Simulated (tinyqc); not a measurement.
# Bandgap voltage reference from two bipolar transistors: effect of the offset of the amplifier

Two transistors of area 1 and N carry the same current I. Is(T) = Is (T/T0)^eta exp[(Vg0 q/kB)(1/T0 - 1/T)], VBE1 = Vt ln(I/Is(T)) + I rb, VBE2 = Vt ln(I/(N Is(T))) + I rb/N. The amplifier forces I R1(T) = VBE1 - VBE2 + Vos, with R(T) = R (1 + tc (T - T0)) for both resistors, and the output is Vref = VBE1 + I R2(T). Base currents and the Early effect are neglected.

Vt = kB T/q; I = (Vt ln N + Vos)/(R1(T) - rb (1 - 1/N)). Box coefficient: span of Vref between 233 and 398 K over its average over T and over 165 K. The last column is the R2 that gives zero slope at T0.

Inputs (values chosen for the exercise); values of the order met in silicon bipolar transistors:
- T0 = 323 K (reference temperature)
- Vg0 = 1.204 V (band-gap voltage extrapolated to 0 K)
- eta = 3.1 (temperature exponent of the saturation current)
- Is = 1.4e-16 A (saturation current of the unit transistor at T0)
- N = 15 (area ratio of the second transistor)
- R1 = 20 kohm (resistor across which the difference of VBE falls, at T0)
- tc = -600 ppm/K (temperature coefficient of both resistors)
- rb = 60 ohm (series resistance of the unit transistor)
- R2 = 153.2 kohm (output resistor at T0)

Constants: q = 1.602176634e-19 C, kB = 1.380649e-23 J/K. Results are converted to the units shown.

Results:
```
Vos (mV)  I at T0 (uA)  Vref at T0 (V)  slope at T0 (uV/K)  box coefficient (ppm/K)  R2 for zero slope (kohm)
-5               3.529           1.207              -27.46                    19.91                     155.5
-3               3.629           1.224              -27.57                    19.72                     155.6
-1               3.729           1.240              -27.60                    19.48                     155.6
0                3.779           1.248              -27.60                    19.35                     155.6
3                3.930           1.272              -27.49                    18.92                     155.5
5                4.030           1.288              -27.35                    18.60                     155.5
```

Estimate the missing row, Vos = 1 mV.

Computed row:
```
Vos (mV)  I at T0 (uA)  Vref at T0 (V)  slope at T0 (uV/K)  box coefficient (ppm/K)  R2 for zero slope (kohm)
1                3.830           1.256              -27.57                    19.21                     155.6
```

With this row back in the table: As Vos goes from -5 to 5, Vref rises from 1.207 to 1.288 V and the box coefficient falls from 19.9 to 18.6 ppm/K. Each mV of offset moves Vref by 8.05 mV, about R2/R1 = 7.66 plus the change of VBE1 with the current.

Computed by the program tinyqc: `OMP_NUM_THREADS=1 python tinyqc.py 2062026 2062027 out.jsonl`, one thread of a shared Intel Xeon 2.30GHz, about 0.02 s for the whole run.
